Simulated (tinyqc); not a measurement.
Concentration-dependent dopant diffusion with charged defects and the built-in field: one step, computed by the program tinyqc. Command: `OMP_NUM_THREADS=1 python tinyqc.py 3002391 3002392 out.jsonl extrinsic walk`. One thread of a shared host (Intel(R) Xeon(R) Processor @ 2.30GHz), about 0.1 s of CPU time with the checks.

A constant source C_s feeds a half space. The dopant moves through neutral point defects and through charged ones, whose number grows with the majority carrier density n.

Task: Diffusivity at the surface. n = C/2 + sqrt(C^2/4 + n_i^2); D(C) = h [Dx + D1 (n/n_i)], h = 1 + C/sqrt(C^2 + 4 n_i^2).

Inputs (values chosen for the exercise, modelled on arsenic in silicon): surface concentration C_s = 2.4e+20 1/cm^3; temperature T = 1050 C.

Field enhancement: on.

n_i = 9.288284e+18 1/cm^3

partial diffusivities (cm^2/s): Dx 1.042738e-15, D1 5.839122e-15

intrinsic diffusivity D_i = 6.881859e-15 cm^2/s

Give: n/n_i; field factor h; surface diffusivity D_s; enhancement D_s/D_i.

Result:

n/n_i = 25.88

field factor h = 1.997

surface diffusivity D_s = 3.038e-13 cm^2/s

enhancement D_s/D_i = 44.15

C_s is 25.8 times n_i: diffusion is extrinsic near the surface. At such a C_s dopants can cluster or exceed their solubility, which the model leaves out.
